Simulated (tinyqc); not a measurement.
Grain-boundary trapping model (Seto) of a polycrystalline semiconductor film: one step, computed by the program tinyqc. Command: `OMP_NUM_THREADS=1 python tinyqc.py 3026087 3026088 out.jsonl poly walk`. One thread of a shared host (Intel(R) Xeon(R) Processor @ 2.30GHz), about 0.01 s of CPU time with the checks.

Grains of equal size L are joined by thin boundaries with one trap level. Trapped carriers deplete a width W on each side and raise a barrier, crossed by thermionic emission. Dopants are fully ionised, statistics are non-degenerate and mu_g does not depend on T.

Problem. Critical doping. If all traps fill, the grain is just depleted at N* = Q_t/L, with the barrier e Q_t L/(8 eps eps_0).

Inputs (values chosen for the exercise, modelled on polycrystalline silicon): permittivity eps = 11.7; grain size L = 65 nm; trap density Q_t = 7.2e+11 1/cm^2.

Grain interior: resistance included.

Constants: e = 1.602176634e-19 C; eps_0 = 8.8541878128e-12 F/m; k_B = 8.617333262e-05 eV/K.

Give: N*; barrier at N* with all traps filled.

Solution.

N* = 1.1077e+17 1/cm^3

barrier at N* with all traps filled = 0.090476 V
